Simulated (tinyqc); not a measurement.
Worked calculation: tight binding, honeycomb lattice. One step of it, computed by the program tinyqc.

Question. Bloch Hamiltonian at k. H_AB = -t1 (1 + exp(-i k.a1) + exp(-i k.a2)); H_AA = delta - 2 t2 sum cos(k.b + phi), H_BB = -delta - 2 t2 sum cos(k.b - phi), b = a1, a2 - a1, -a2.

Parameters chosen for this model:
```
parameter     value                        unit
t1         2.200000                 eV, nearest
t2                0       eV, second neighbours
phi        0.010000  rad, phase of t2 (Haldane)
delta             0          eV, +/- on A and B
```

k point k (fractions of the reciprocal vectors): [0.120000, 0.150000]

Give: H(k) at k.

Answer.

H(k) at k (eV), order A, B:
```
[[0.000, -5.097+3.286i],
 [-5.097-3.286i, 0.000]]
```
